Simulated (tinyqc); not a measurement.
MOSFET with velocity saturation and source resistance: two steps of the calculation.

Strong inversion, charge Q = Cox (Vg - m V) at channel potential V with Vg the gate overdrive, and drift velocity v = mu E/(1 + mu E/vsat). Integrating along the channel gives I = mu Cox (1/L)(Vg Vd - m Vd^2/2)/(1 + Vd/Vc) per width, Vc = vsat L/mu, which peaks at Vdsat. Units: I in uA/um, Rs in ohm um, so the drop over Rs is 1e-6 I Rs volts.

Values chosen for this exercise:
- Cox = 1.86 uF/cm^2 (gate capacitance)
- mu0 = 500 cm^2/(V s) (mobility at low gate voltage)
- th = 0.1 1/V (mobility degradation)
- vsat = 6.8e6 cm/s (saturation velocity)
- m = 1.27 (body factor)
- VT = 0.66 V (threshold)
- L = 0.07 um (channel length)
- Rs = 300 ohm um (source resistance)
- Vgs = 2.5 V (gate voltage)

Task 1. Saturation without source resistance. Vg = Vgs - VT (0 if negative), mu = mu0/(1 + th Vg), Vc = vsat L/mu, x = sqrt(1 + 2 Vg/(m Vc)), Vdsat = 2 Vg/(m (1 + x)), Isat = Cox vsat Vg (x - 1)/(x + 1) per width. Long-channel limit: mu Cox Vg^2/(2 m L); short-channel limit: Cox vsat Vg.

Wanted: Vg; mu; Vc; Vdsat; Isat; long-channel limit; short-channel limit.

Result 1.

Vg = 1.8400 V
mu = 422.30 cm^2/(V s)
Vc = 0.11272 V
Vdsat = 0.46979 V
Isat = 1572.6 uA/um
long-channel limit = 14957 uA/um
short-channel limit = 2327.2 uA/um

Task 2. Saturation current with source resistance. Vg = Vgs - I Rs - VT (0 if negative), mu = mu0/(1 + th Vg), Vc = vsat L/mu, x = sqrt(1 + 2 Vg/(m Vc)), Vdsat = 2 Vg/(m (1 + x)), Isat = Cox vsat Vg (x - 1)/(x + 1) per width. I(new) = Isat.

I after iteration 1 = 1572.6056 uA/um

Give: Vg; mu; Vc; Vdsat; Isat; I after iteration 2.

Result 2.

Vg = 1.3682 V
mu = 439.82 cm^2/(V s)
Vc = 0.10823 V
Vdsat = 0.38665 V
Isat = 1109.4 uA/um
I after iteration 2 = 1109.4 uA/um

Range of the model: At this length velocity overshoot and near-ballistic transport, left out here, matter.

tinyqc, about 0.01 s, one thread, Intel Xeon 2.30GHz (shared host): `OMP_NUM_THREADS=1 python tinyqc.py 2500069 2500070 out.jsonl`
